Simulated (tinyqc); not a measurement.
## Surface potential of a MOS transistor: implicit equation and explicit approximations: accuracy of the approximations against gate voltage

p-type body, charge-sheet picture, depletion and inversion only, full ionisation (an idealisation for deep acceptors), Boltzmann statistics (rough once Na exp(x - xn) passes about Nc/7). In units of Vt: xg = (Vg - Vfb)/Vt, x = psi/Vt, G = gamma/sqrt(Vt), xn = (2 phiF + Vc)/Vt. The implicit equation is (xg - x)^2 = G^2 [x - 1 + exp(x - xn)] for x above about 3. Cox = eps0 eox/tox.

ni = sqrt(Nc Nv) exp(-Eg/(2 Vt)), Eg in volts; phiF = Vt ln(Na/ni); gamma = sqrt(2 q eps0 eps_r Na)/Cox; VT = Vfb + Vt (xn + G sqrt(xn - 1)). Depletion value a = 1 + [sqrt(G^2/4 + xg - 1) - G/2]^2; inversion value b = xn + ln[(xg - xn)^2/G^2 - xn + 1] and first guess y = min(a, b) - ln(1 + exp(-|a - b|)) if a > xn + 1, else b = y = a; one second-order correction with D = exp(y - xn), p = 2 (xg - y) + G^2 (1 + D), w = (xg - y)^2 - G^2 (y - 1 + D): z = y + 2 w/(p + sqrt(p^2 - 2 (2 - G^2 D) w)), or the Newton step z = y + w/p where the root is not real. N_inv = (Cox Vt G/q) [sqrt(x - 1 + exp(x - xn)) - sqrt(x - 1)] at the root. Lambert form (Cox m Vt/q) W0[(G/(2 m sqrt(xn - 1))) exp((Vg - VT)/(m Vt))], m = 1 + G/(2 sqrt(xn - 1)). Errors under 1e-4 mV, and the linear form below VT, are printed as 0.

Parameters, values chosen for the exercise; band and dielectric values those of a made-up semiconductor:
- T = 300 K (temperature)
- Eg = 0.769 eV (band gap)
- eps_r = 19.8 (relative permittivity)
- Nc = 1.24e19 cm^-3 (conduction-band density of states at T)
- Nv = 4.93e18 cm^-3 (valence-band density of states at T)
- eox = 3.9 (relative permittivity of the gate insulator (close to silicon dioxide))
- tox = 2.1 nm (insulator thickness)
- Na = 1.9e16 cm^-3 (acceptor density)
- Vfb = -0.84 V (flat-band voltage)
- Vc = 0 V (channel-body voltage)

Constants: q = 1.602176634e-19 C, kB = 1.380649e-23 J/K, Vt = kB T/q, eps0 = 8.8541878128e-14 F/cm where lengths are in cm. Results are converted to the units shown.

Results:
```
Vg (V)	psi (V)	x - xn	error of y (mV)	error of z (mV)	N_inv (cm^-2)	Cox (Vg - VT)/q (cm^-2)	Lambert form (cm^-2)
-0.54	0.26902	-7.3005	1.05e-3	0	1.1412e7	0	8.1659e6
-0.14	0.58095	4.7656	33.0	12.4	7.4139e11	2.0625e12	8.8291e11
0.06	0.62731	6.5588	25.6	8.68	2.2986e12	4.1151e12	2.6319e12
0.26	0.65334	7.5656	19.0	5.24	4.0734e12	6.1678e12	4.5334e12
0.46	0.67118	8.2558	15.2	-1.80	5.9357e12	8.2204e12	6.4864e12
0.66	0.68467	8.7778	12.8	-0.869	7.8445e12	1.0273e13	8.4651e12
0.86	0.69550	9.1964	11.0	-0.504	9.7818e12	1.2326e13	1.0459e13
```

Estimate the missing row, Vg = -0.34 V.

Computed row:
```
Vg (V)	psi (V)	x - xn	error of y (mV)	error of z (mV)	N_inv (cm^-2)	Cox (Vg - VT)/q (cm^-2)	Lambert form (cm^-2)
-0.34	0.45751	-0.0091639	1.15	0	1.2389e10	9.8418e9	1.2559e10
```

With this row back in the table: psi rises from 0.269 to 0.695 V and ends 9.2 Vt above 2 phiF + Vc. Among the rows the first guess is off by at most 33 mV (at Vg = -0.14 V) and the corrected value by at most 12 mV. In the last row the linear form is 26 % above N_inv and the Lambert form 6.9 % above it; in the first row the Lambert form is 28 % below it. For Vg = -0.14, 0.06, 0.26, 0.46, 0.66, 0.86 the electron quasi-Fermi level lies less than 2 Vt below the band edge at the surface, or above it, where degeneracy and confinement, left out, matter.

tinyqc, about 0.01 s, one thread, Intel Xeon 2.30GHz (shared host): `OMP_NUM_THREADS=1 python tinyqc.py 2122183 2122184 out.jsonl`
